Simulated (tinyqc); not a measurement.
Raising U: Hubbard chain of 4 sites, mean field against exact. Computed by the program tinyqc. Collinear unrestricted mean field (the lowest of 40 random starts) against exact diagonalisation.

one-body matrix (hopping and site energies) (eV):
```
         1        2        3        4
1   0.0000  -0.8700   0.0000   0.0000
2  -0.8700   0.0000  -0.8700   0.0000
3   0.0000  -0.8700   0.0000  -0.8700
4   0.0000   0.0000  -0.8700   0.0000
```

electrons, up and down: 2  1

Exact and mean-field results (eV):
```
U          U/t   E exact  E mean field  mean |n_up - n_down|  double occupancy, exact  first gap in the sector
0.430    0.494  -3.15004      -3.14000                 0.250                    0.111                    0.857
0.870    1.000  -2.96662      -2.92637                 0.250                    0.097                    0.823
1.740    2.000  -2.67050      -2.52373                 0.250                    0.074                    0.727
2.610    3.000  -2.44843      -2.17307                 0.377                    0.055                    0.629
3.480    4.000  -2.28213      -1.90646                 0.498                    0.041                    0.544
5.220    6.000  -2.05889      -1.58282                 0.626                    0.025                    0.417
6.960    8.000  -1.92102      -1.45906                 0.728                    0.016                    0.333
17.400  20.000  -1.62757      -1.32075                 0.747                 3.05e-03                    0.146
```

Estimate the missing row, U = 10.44.

Computed row:
```
U          U/t   E exact  E mean field  mean |n_up - n_down|  double occupancy, exact  first gap in the sector
10.440  12.000  -1.76469      -1.38145                 0.741                    0.008                    0.235
```

In absolute terms mean field is worst at U/t = 6.0, 0.476 eV too high: at small U it is nearly exact, and at large U it still misses the motion of the hole through a fluctuating spin background. Relative to the exact energy its error is 0.3 % at the smallest U, 24 % at most and 19 % at the largest. The double occupancy falls from 0.111 to 0.003.
